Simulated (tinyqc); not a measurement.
# Random telegraph noise from one oxide trap in a small MOSFET, step by step

tinyqc, about 0.01 s, one thread, Intel Xeon 2.30GHz (shared host): `OMP_NUM_THREADS=1 python tinyqc.py 2710134 2710135 out.jsonl` Printed values are rounded.

An acceptor-like trap exchanges electrons with the channel. Inversion charge Q = Cox u, u = n Vt W0(exp((Vg - VT)/(n Vt))), W0 the Lambert function, n = nf, Cox = eps0 eox/tox; linear regime Id = (W/L) mu Q Vd. Relative to threshold the surface potential rises by Vt ln(u/u0) and the oxide voltage by the rest of Vg - VT, with u0 = n Vt W0(1).

Inputs (values chosen for the exercise); values of the order met in silicon transistors:
- T = 200 K (temperature)
- eox = 3.9 (relative permittivity of the gate insulator (close to silicon dioxide))
- tox = 1.9 nm (insulator thickness)
- xt = 0.46 nm (depth of the trap from the channel interface)
- E0 = 0.09 eV (trap level above the channel Fermi level at threshold)
- s0 = 1e-16 cm^2 (capture prefactor)
- EB = 0.24 eV (capture barrier (lattice relaxation))
- lt = 0.18 nm (tunnelling decay length)
- vth = 1.2e7 cm/s (thermal velocity)
- zi = 1.5 nm (thickness of the inversion layer)
- VT = 0.22 V (threshold voltage)
- nf = 1.19 (body factor)
- W = 200 nm (gate width)
- L = 34 nm (gate length)
- mu = 130 cm^2/(V s) (mobility)
- asc = 2.3e-16 V s (scattering coefficient of the charged trap)
- Vd = 0.1 V (drain voltage)
- Vg = 0.49 V (gate voltage)

Constants: q = 1.602176634e-19 C, kB = 1.380649e-23 J/K, Vt = kB T/q, eps0 = 8.8541878128e-14 F/cm where lengths are in cm. Results are converted to the units shown.

Range of the model: VT is taken as given; short-channel effects and the uneven flow of current among few electrons are left out.

## Trap level, time constants and occupancy

N = Cox u/q; dpsi = Vt ln(u/u0); E = E0 - dpsi - (xt/tox)(Vg - VT - dpsi); capture time tc = 1/[(N/zi) vth s0 exp(-xt/lt - EB/Vt)]; emission time te = tc exp(-E/Vt); occupancy te/(tc + te).

u = 0.221223 V
N = 2.50946e12 cm^-2
dpsi = 0.0507636 V
E = -0.0138419 eV
tc = 7.16025e-4 s
te = 0.00159856 s
occupancy = 0.690647

The trap lies 0.80 Vt below the Fermi level, so it is filled 69.1 % of the time.

## Step height

A = W L; threshold step dV = q (1 - xt/tox)/(Cox A); gm/Id = 1/(u + n Vt); relative step dI/I = (gm/Id) dV + asc mu/A. Id as defined.

electrons in the channel N A = 170.643
dV = 0.982541 mV
gm/Id = 4.13681 1/V
number part of dI/I = 0.406458 %
dI/I = 0.450429 %
Id = 30.7457 uA
dI = 138.488 nA

## Lorentzian spectrum

Spectrum S(f) = 4 dI^2/{(tc + te)[(1/tc + 1/te)^2 + (2 pi f)^2]}; corner fc = (1/tc + 1/te)/(2 pi); variance dI^2 tc te/(tc + te)^2. Give S at f = 0, at fc and at 10 fc.

fc = 321.837 Hz
S(0) = 8.10543e-18 A^2/Hz
S(fc) = 4.05271e-18 A^2/Hz
S(10 fc) = 8.02518e-20 A^2/Hz
rms current = 64.0127 nA

The rms value is 0.462 of the step; it reaches its largest share, 1/2, when tc = te.
